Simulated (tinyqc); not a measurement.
Inside a calculation. Model: heat flow across a film from the phonon Boltzmann equation in the relaxation-time approximation. Computed by tinyqc, a small Python program that keeps every step. Command: `OMP_NUM_THREADS=1 python tinyqc.py 3006621 3006622 out.jsonl slabbte walk`. One thread of a shared host (Intel(R) Xeon(R) Processor @ 2.30GHz), about 0.01 s of CPU time with the checks. Intermediate numbers are printed to about 7 digits and carried at full precision; extremes and crossings named in words are read from the listed rows.

Two black walls, hot at x = 0 and cold at x = L, emit phonons isotropically. For one free path Lambda, with tau = x/Lambda, tau_L = L/Lambda and phi = (T - T_cold)/Delta T, energy balance gives phi(tau) = (1/2) [E2(tau) + int_0^tau_L phi(s) E1(|tau - s|) ds]; E_n are the exponential integrals. The flux over the ballistic flux C v Delta T/4 is psi = 1 - 2 int_0^tau_L phi(s) E2(s) ds, and kappa_eff/kappa = (3/4) tau_L psi. kappa = C v Lambda/3 is an input, so at fixed kappa a longer free path means a smaller C v.

Inputs (values chosen for the exercise, modelled on indium phosphide): bulk conductivity kappa = 68.4 W/(m K); film thickness L = 430 nm; wall temperature difference Delta T = 5.9 K; free path Lambda_1 = 67 nm; free path Lambda_2 = 330 nm; share f_2 of kappa = 0.36; cells n in the small system = 4.

Free-path groups: two.

## The small linear system for Lambda_1

Cut the film into n equal cells with constant phi, collocated at the centres c_i: the kernel integrates to A_ij = |E2(|c_i - e_j|) - E2(|c_i - e_(j+1)|)|/2 for cell edges e_j, and A_ii = 1 - E2(half a cell); solve (1 - A) phi = E2(c)/2; psi = 1 - 2 sum_j phi_j [E3(e_j) - E3(e_(j+1))].

optical thickness tau_L = 6.417910

1 - A:
```
[[0.2001577, -0.0889433, -0.0095575, -0.0013320],
 [-0.0889433, 0.2001577, -0.0889433, -0.0095575],
 [-0.0095575, -0.0889433, 0.2001577, -0.0889433],
 [-0.0013320, -0.0095575, -0.0889433, 0.2001577]]
```

right-hand side E2(c)/2: [0.1000789, 0.01113558, 0.001578104, 2.461467e-04]

flux weights E3(e_j) - E3(e_(j+1)): [0.4503791, 0.04265264, 0.005883008, 9.066624e-04]

## Temperature profile and flux in the small system

In short, (1 - A) phi = b and psi = 1 - 2 sum_j w_j phi_j, with b the right-hand side and w_j the flux weights; the cells divide 0 to tau_L.

phi at the cell centres: [0.7850931, 0.5948149, 0.4051851, 0.2149069]

psi, small system = 0.2369230

## Fine solution for Lambda_1

Use 150 and 300 cells and extrapolate psi = (4 psi(300) - psi(150))/3. The jump at the hot wall is 1 - phi there (linear extrapolation from the first two of 300 cells). Two-flux (diffusion with slip) formula: psi = 1/(1 + 3 tau_L/4).

psi for Lambda_1 = 0.1700966

kappa_eff/kappa for Lambda_1 = 0.8187485

jump at the wall / Delta T for Lambda_1 = 0.07427509

psi, two-flux formula = 0.1720154

The small system misses psi by +39.29 %, since its cells are thicker than a free path, and the two-flux formula by +1.1 %. For Lambda_1 alone: Transport is nearly diffusive: the jumps are small.

## Conductivity, flux and boundary resistance of the film

Each group is solved on its own with 150 and 300 cells, psi = (4 psi(300) - psi(150))/3, and weighted by its share of kappa (f_1 is what the others leave); exchange of energy between groups inside the film is left out. Flux J = kappa_eff Delta T/L; apparent boundary resistance per wall (L/kappa_eff - L/kappa)/2.

kappa_eff = 47.65204 W/(m K)

kappa_eff/kappa = 0.6966673

flux J = 0.6538303 GW/m^2

apparent resistance per wall = 1.368599 m^2 K/GW

## Exact and approximate size effects

Two-flux: kappa_eff/kappa = sum f_i/(1 + 4 Lambda_i/(3 L)). Matthiessen with the thickness: sum f_i/(1 + Lambda_i/L). Ballistic limit: sum f_i 3 L/(4 Lambda_i).

Kappa_eff/kappa:
```
L (nm)   Boltzmann    two-flux  Matthiessen  ballistic limit
2       0.01555518  0.01564356   0.02071940       0.01596472
6.7     0.04932965  0.05005076   0.06534547       0.05348182
17       0.1129101   0.1157114    0.1471607        0.1357001
40       0.2209945   0.2279381    0.2781713        0.3192944
100      0.3932829   0.4046948    0.4669545        0.7982361
270      0.6056550   0.6177919    0.6747596         2.155237
670      0.7723352   0.7820032    0.8230182         5.348182
1700     0.8883987   0.8940290    0.9172107         13.57001
```

The two-flux formula lies above the Boltzmann result by at most about 3.1 % (at L = 40 nm); the Matthiessen form is high by up to 33 %, since it misses the factor 3/4 of the ballistic limit. The thinnest film reaches 97 % of that limit, and the thickest, 25 Lambda_1, only 89 % of the bulk value: the long free paths keep the size effect alive far beyond Lambda_1. Rows below about 10 nm are near the phonon wavelength, where a particle picture fails.

Checks made by the program: symmetry phi(tau) + phi(tau_L - tau) = 1 (relative difference below 1e-10); thick-film limit psi = 1/(3 tau_L/4 + 1.0657) at tau_L = 20 (relative difference 2e-04).
